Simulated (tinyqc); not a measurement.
From results back to parameters: coherent potential approximation for a binary alloy with a semi-elliptic band. Five cases, with inputs chosen for the exercise.

Problem. With levels eA = -x d and eB = (1 - x) d on a semi-elliptic band of half width W, the alloy density has second moment W^2/4 + x (1 - x) d^2 and third moment x (1 - x)(1 - 2x) d^3 about its centre (exact, and kept by the CPA). The moments below come from hidden x and d > 0.

Find: d; x.

Method. v = m2 - W^2/4 = x (1 - x) d^2 and u = m3/v = (1 - 2x) d; then d^2 = u^2 + 4v and x = (1 - u/d)/2.

Case 1.

Values chosen: W = 4.1 eV (half width of the pure band).
second moment = 5.156464 eV^2
third moment = 0.965412 eV^3

Solution.

d = 2.20 eV
x = 0.27

Case 2.

Values chosen: W = 1.6 eV (half width of the pure band).
second moment = 1.207491 eV^2
third moment = 0.940672 eV^3

Solution.

d = 2.24 eV
x = 0.13

Case 3.

Values chosen: W = 4.7 eV (half width of the pure band).
second moment = 5.811074 eV^2
third moment = 0.160620 eV^3

Solution.

d = 1.21 eV
x = 0.27

Case 4.

Values chosen: W = 3 eV (half width of the pure band).
second moment = 2.796724 eV^2
third moment = 0.032366 eV^3

Solution.

d = 1.48 eV
x = 0.48

Case 5.

Values chosen: W = 3.2 eV (half width of the pure band).
second moment = 2.630115 eV^2
third moment = 0.022605 eV^3

Solution.

d = 0.62 eV
x = 0.24

Computed by tinyqc, one run a case: `OMP_NUM_THREADS=1 python tinyqc.py N N+1 out.jsonl` with N = 1450348, 1450422, 1450481, 1450488, 1450549; one thread of a shared Intel(R) Xeon(R) Processor @ 2.30GHz, about 0.01 s a run at most.
